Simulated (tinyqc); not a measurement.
Cahn-Hilliard equation on a periodic one-dimensional grid: one step, computed by the program tinyqc. Command: `OMP_NUM_THREADS=1 python tinyqc.py 3023014 3023015 out.jsonl cahn walk`. One thread of a shared host (Intel(R) Xeon(R) Processor @ 2.30GHz), about 0.01 s of CPU time with the checks.

Free energy F = h sum_j [A (c_j^2 - 1)^2/4 + (kappa/2) ((c_(j+1) - c_j)/h)^2]; dc/dt = Lap(mu), mu = A (c^3 - c) - kappa Lap(c), Lap(y)_j = (y_(j+1) - 2 y_j + y_(j-1))/h^2, mobility 1; the grid has n = 16 points.

Task: Linear stability. f'' = A (3 c0^2 - 1). Mode m has lambda_m = (4/h^2) sin^2(pi m/n) and the rate w_m = -lambda_m (f'' + kappa lambda_m). In the continuum the fastest wavelength is 2 pi sqrt(2 kappa/|f''|) with the rate f''^2/(4 kappa). Explicit steps near c = +-1, where f'' = 2A, are stable for dt < 2/(16 kappa/h^4 + 8 A/h^2).

Inputs (values chosen for the exercise, in reduced units):
```
quantity                    value  unit
spacing h                     1.2     -
well depth A                 0.97     -
gradient coefficient kappa   0.46     -
mean composition c0         -0.14     -
```

Give: f''; Modes of the grid; fastest wavelength; largest rate; explicit limit of dt.

Result:

f'' = -0.912964

Modes of the grid:
```
m  lambda_m     w_m
1     0.106   0.091
2     0.407   0.295
3     0.857   0.445
4     1.389   0.381
5     1.920   0.057
6     2.371  -0.421
7     2.672  -0.845
8     2.778  -1.013
```

fastest wavelength = 6.307

largest rate = 0.4530

explicit limit of dt = 0.2238
